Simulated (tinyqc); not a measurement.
Carrier statistics of a doped semiconductor with parabolic bands: sweeps and comparisons. A value that a table varies takes the place of the one given here.

Eg(T) = Eg0 - al T^2/(T + be); m_de = Mv^(2/3) (ml mt^2)^(1/3); m_dh = (mhh^(3/2) + mlh^(3/2))^(2/3); Nc and Nv from N = 2 (m kB T/(4 pi c))^(3/2) with c = hbar^2/2m0, in 1/angstrom^3; times 1e24 for 1/cm^3.

Energies are counted from Ev, so Ec = Eg. n = Nc F_1/2((EF - Eg)/kT), p = Nv F_1/2(-EF/kT), ND+ = ND/(1 + 2 exp((EF - Eg + ED)/kT)), NA- = NA/(1 + 4 exp((EA - EF)/kT)); neutrality asks p + ND+ = n + NA-. F_j(eta) = (1/Gamma(j + 1)) integral_0^infinity x^j dx/(1 + exp(x - eta)), which tends to exp(eta) for eta << 0.

Constants: hbar^2/2m0 = 3.80998211 eV angstrom^2; kB = 8.617333262e-05 eV/K.

Parameters, chosen for this exercise (near those of GaN; the results hold for these values, not for the real material): Eg0 = 3.505 eV (gap at 0 K); al = 0.000906 eV/K (Varshni alpha); be = 826 K (Varshni beta); ml = 0.198 m0 (longitudinal electron mass); mt = 0.198 m0 (transverse electron mass); Mv = 1 (equivalent valleys); mhh = 1.4 m0 (heavy-hole mass); mlh = 0.302 m0 (light-hole mass); ND = 1.1e+15 1/cm^3 (donors); NA = 8.4e+15 1/cm^3 (acceptors); ED = 0.0218 eV (donor level below Ec); EA = 0.179 eV (acceptor level above Ev); T = 300 K.

## Temperature

Neutrality solved at each temperature; ni = sqrt(Nc Nv) exp(-Eg/2kT).

Carriers (1/cm^3):

| T (K) | EF (eV) | n | p | majority / \|ND - NA\| | ni | Eg (eV) |
|---|---|---|---|---|---|---|
| 30 | 0.1777 | <1e-99 | 2.04e-12 | 2.79e-28 | <1e-99 | 3.5040 |
| 50 | 0.1768 | <1e-99 | 4.68 | 6.41e-16 | <1e-99 | 3.5024 |
| 77 | 0.1756 | <1e-99 | 1.90e+07 | 2.60e-09 | 4.05e-97 | 3.4991 |
| 120 | 0.1738 | <1e-99 | 5.82e+11 | 7.98e-05 | 1.24e-55 | 3.4912 |
| 200 | 0.1805 | 1.58e-65 | 7.03e+14 | 0.0963 | 1.05e-25 | 3.4697 |
| 300 | 0.2369 | 4.57e-36 | 4.79e+15 | 0.656 | 1.48e-10 | 3.4326 |
| 450 | 0.3641 | 1.10e-15 | 7.03e+15 | 0.962 | 2.78 | 3.3612 |
| 600 | 0.5062 | 3.38e-05 | 7.24e+15 | 0.992 | 4.95e+05 | 3.2763 |
| 800 | 0.7043 | 3.86e+03 | 7.28e+15 | 0.998 | 5.30e+09 | 3.1484 |
| 1000 | 0.9091 | 3.52e+08 | 7.29e+15 | 0.999 | 1.60e+12 | 3.0088 |

What can be read from the table?

Ionisation is incomplete: the majority density is below 90 % of the net doping at 30, 50, 77, 120, 200 and 300 K, down to a share of 2.8e-28. It is within 10 % of the net doping at 450, 600, 800 and 1000 K. The majority density never exceeds the net doping by 10 %; ni is 1.60e+12 1/cm^3 at 1000 K against a net doping of 7.30e+15. EF goes from 0.178 eV to 0.909 eV, where midgap is 1.504 eV and the intrinsic level (Boltzmann) 1.635 eV.

## Doping level

Only acceptors are present (ND = 0); eta is the distance of EF beyond the valence edge in units of kT.

Neutral state:

| NA (1/cm^3) | EF (eV) | majority (1/cm^3) | ionised share | eta |
|---|---|---|---|---|
| 1.0e+14 | 0.3372 | 9.91e+13 | 0.991 | -13.04 |
| 1.0e+15 | 0.2794 | 9.24e+14 | 0.924 | -10.81 |
| 1.0e+16 | 0.2295 | 6.38e+15 | 0.638 | -8.88 |
| 1.0e+17 | 0.1909 | 2.84e+16 | 0.284 | -7.38 |
| 1.0e+18 | 0.1582 | 1.01e+17 | 0.101 | -6.12 |
| 3.0e+18 | 0.1434 | 1.78e+17 | 0.059 | -5.55 |
| 1.0e+19 | 0.1275 | 3.29e+17 | 0.033 | -4.93 |
| 3.0e+19 | 0.1131 | 5.74e+17 | 0.019 | -4.37 |

How do the results move?

The impurity level lies at 0.1790 eV. The ionised share falls from 0.991 to 0.019 as EF passes through it between 1e+17 and 1e+18 1/cm^3 (share 1/5 there); it is below one half from 1e+17 1/cm^3 on. Over the last two rows the doping grows threefold and the majority density by a factor 1.74. EF stays more than 3 kT from the majority band edge. Above roughly 3e+20 1/cm^3 (N^(1/3) a = 0.26, with the radius a = sqrt(c/(m E)) from the ionisation energy E and the mass mhh) the levels merge with the band and real ionisation is complete; sharp levels then overstate freeze-out.

## What each input does

Neutrality solved anew for each case. Each row changes one parameter from the base and keeps the others.

Results:

| case | EF (eV) | n (1/cm^3) | p (1/cm^3) |
|---|---|---|---|
| base | 0.2369 | 4.57e-36 | 4.79e+15 |
| T = 280 K | 0.2230 | 2.41e-40 | 4.00e+15 |
| ND = 5.5e+14 1/cm^3 | 0.2348 | 4.21e-36 | 5.20e+15 |
| NA = 1.09e+16 1/cm^3 | 0.2311 | 3.64e-36 | 6.01e+15 |
| Eg0 = 3.555 eV | 0.2369 | 6.60e-37 | 4.79e+15 |
| mt = 0.2376 m0 | 0.2369 | 5.48e-36 | 4.79e+15 |
| mhh = 1.68 m0 | 0.2417 | 5.51e-36 | 5.11e+15 |
| EA = 0.2685 eV | 0.2765 | 2.11e-35 | 1.04e+15 |

How do the results move?

The largest shifts from the base row, up to three for each result and ties (the steps differ in size, so this ranks the rows, not the parameters). EF (eV): EA +0.0396, T -0.0139, NA -0.0058; unchanged at the printed digits by Eg0 and mt. n (1/cm^3): EA +1.66e-35, T -4.57e-36, Eg0 -3.91e-36. p (1/cm^3): EA -3.76e+15, NA +1.21e+15, T -7.90e+14; unchanged at the printed digits by Eg0 and mt.

tinyqc: `OMP_NUM_THREADS=1 python tinyqc.py 1681748 1681749 out.jsonl`; about 0.01 s, one thread, shared Intel(R) Xeon(R) Processor @ 2.30GHz.
